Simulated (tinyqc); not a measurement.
# Lossy on-chip transmission line with skin effect: effect of the width of the strip

A uniform line in a homogeneous dielectric: c = sqrt(er)/(c0 Z0), l = Z0 sqrt(er)/c0 (c0 = 299792458 m/s), g = w c td, w = 2 pi f. The resistance joins its limits as r = sqrt(r_dc^2 + r_hf^2), with r_dc = rho/(wd th), r_hf = kr rho/(2 delta (wd + th)), delta = sqrt(rho/(pi f mu0)), mu0 = 4 pi 1e-7 H/m; this is an interpolation, and internal inductance, up to 0.05 nH/mm at low frequency, is neglected.

gamma = sqrt((r + i w l)(g + i w c)) = alpha + i beta, Zc = sqrt((r + i w l)/(g + i w c)), roots with positive real part; loss 8.685889638 alpha in dB; phase velocity w/beta. ZL = 1/(1/RL + i w CL); reflection (ZL - Zc)/(ZL + Zc); Zin = Zc (ZL + Zc tanh(gamma len))/(Zc + ZL tanh(gamma len)); H = V_load/V_source = [Zin/(Zin + Rg)]/[cosh(gamma len) + (Zc/ZL) sinh(gamma len)]. Z0 is held fixed by scaling the dielectric height.

Values chosen for this exercise: thickness of the strip th = 1.2 um; resistivity rho = 2 uohm cm; relative permittivity er = 3; loss tangent td = 0.005; lossless impedance sqrt(l/c) Z0 = 45 ohm; factor for crowding and the return path kr = 2; length len = 0.67 mm; source resistance Rg = 50 ohm; load resistance RL = 50 ohm; load capacitance CL = 0 fF; frequency f = 2.3 GHz.

Results:

| wd (um) | r (ohm/mm) | r/(w l) | loss (dB/mm) | \|Zc\| (ohm) | phase velocity over c0 | length in wavelengths | \|H\| (dB) |
|---|---|---|---|---|---|---|---|
| 0.45 | 37.927 | 10.095 | 1.5549 | 143.32 | 0.24514 | 0.020968 | -7.9897 |
| 0.71 | 24.512 | 6.5240 | 1.2171 | 115.61 | 0.29681 | 0.017318 | -7.3434 |
| 1.1 | 16.245 | 4.3237 | 0.95380 | 94.797 | 0.35084 | 0.014651 | -6.9199 |
| 2.8 | 6.8397 | 1.8204 | 0.53443 | 64.853 | 0.46616 | 0.011027 | -6.4114 |
| 4.4 | 4.4876 | 1.1944 | 0.38503 | 56.164 | 0.51113 | 0.010057 | -6.2795 |
| 6.9 | 2.9330 | 0.78063 | 0.26771 | 50.684 | 0.54256 | 0.0094741 | -6.1912 |
| 11 | 1.8750 | 0.49906 | 0.17773 | 47.572 | 0.56142 | 0.0091558 | -6.1306 |

Estimate the missing row, wd = 1.8 um.

Computed row:

| wd (um) | r (ohm/mm) | r/(w l) | loss (dB/mm) | \|Zc\| (ohm) | phase velocity over c0 | length in wavelengths | \|H\| (dB) |
|---|---|---|---|---|---|---|---|
| 1.8 | 10.291 | 2.7391 | 0.71235 | 76.842 | 0.41333 | 0.012436 | -6.6015 |

With this row back in the table: As wd goes from 0.45 to 11, the loss falls from 1.55 to 0.178 dB/mm, |Zc| falls from 143 to 47.6 ohm and |H| goes from -7.99 to -6.13 dB, with its highest value among the rows, -6.13 dB, at wd = 11.

Computed by the program tinyqc: `OMP_NUM_THREADS=1 python tinyqc.py 2810104 2810105 out.jsonl`, one thread of a shared Intel Xeon 2.30GHz, about 0.01 s for the whole run.
